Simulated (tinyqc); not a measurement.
Double-gate transistor below threshold, two-dimensional Poisson equation on a small mesh: two steps of the calculation.

Half of a symmetric double-gate structure: row 0 is the mid-plane of the body, where the normal field vanishes. Mobile charge is neglected (subthreshold), the body is fully depleted, and potentials are counted from the intrinsic level; rows run upward to the gate, columns from source to drain.

Inputs (values chosen for the exercise); semiconductor permittivity close to that of silicon:
```
symbol  value   unit                                     meaning
eps_r    11.8         relative permittivity of the semiconductor
eox        22             relative permittivity of the insulator
tb          8     nm                     half the body thickness
tox       5.4     nm                         insulator thickness
L          55     nm                              channel length
Na          0  cm^-3       acceptor density of the depleted body
```

Constants: q = 1.602176634e-19 C, eps0 = 8.8541878128e-14 F/cm where lengths are in cm. Results are converted to the units shown.

Question 1. Coefficients of the five-point equations. Mesh: rows i = 0..2 in the semiconductor (step hs = tb/2, row 2 on the interface), then 1 step(s) ho = tox/1 up to the gate row 3; columns j = 0..5 (step hy = L/5). Box integration, divided by eps0: up_i = eps hy/h of the interval above row i, dn_i = that of the interval below (0 for row 0), lat_i = (sum of eps h/2 over the intervals above and below)/hy, s_i = -q Na w_i hy/eps0 with w_i the semiconductor height of the box (hs/2 for row 0 and the interface row, hs between, 0 in the insulator). Each free node obeys (up + dn + 2 lat) psi = up psi(above) + dn psi(below) + lat [psi(left) + psi(right)] + s.

Find: up; dn; lat; s.

Answer 1.

```
row     up     dn    lat  s (V)
0    32.45      0  2.145      0
1    32.45  32.45  4.291      0
2    44.81  32.45  7.545      0
```

Question 2. Over-relaxation sweep (omega = 1.29). Free nodes: rows 0..2, columns 1..4, taken row by row from row 0, left to right. t = (up psi(above) + dn psi(below) + lat [psi(left) + psi(right)] + s)/(up + dn + 2 lat), with the newest neighbours; psi(new) = psi + 1.29 (t - psi).

psi at the start (fixed values on the edges, free nodes at the gate value) (V):
```
              j=0         j=1         j=2         j=3         j=4         j=5
row 0   0.5800000  -0.0400000  -0.0400000  -0.0400000  -0.0400000   1.5800000
row 1   0.5800000  -0.0400000  -0.0400000  -0.0400000  -0.0400000   1.5800000
row 2   0.5800000  -0.0400000  -0.0400000  -0.0400000  -0.0400000   1.5800000
row 3  -0.0400000  -0.0400000  -0.0400000  -0.0400000  -0.0400000  -0.0400000
```

```
row         up     dn        lat  s (V)
0        32.45      0  2.1454545      0
1        32.45  32.45  4.2909091      0
2    44.814815  32.45  7.5454545      0
```

Wanted: psi after iteration 1.

Answer 2.

psi after iteration 1 (V):
```
          j=0     j=1     j=2     j=3     j=4     j=5
row 0   0.580   0.007  -0.036  -0.040   0.082   1.580
row 1   0.580   0.033  -0.032  -0.039   0.152   1.580
row 2   0.580   0.059  -0.026  -0.038   0.218   1.580
row 3  -0.040  -0.040  -0.040  -0.040  -0.040  -0.040
```

Computed by the program tinyqc: `OMP_NUM_THREADS=1 python tinyqc.py 2480142 2480143 out.jsonl`, one thread of a shared Intel Xeon 2.30GHz, about 0.1 s for the whole run.
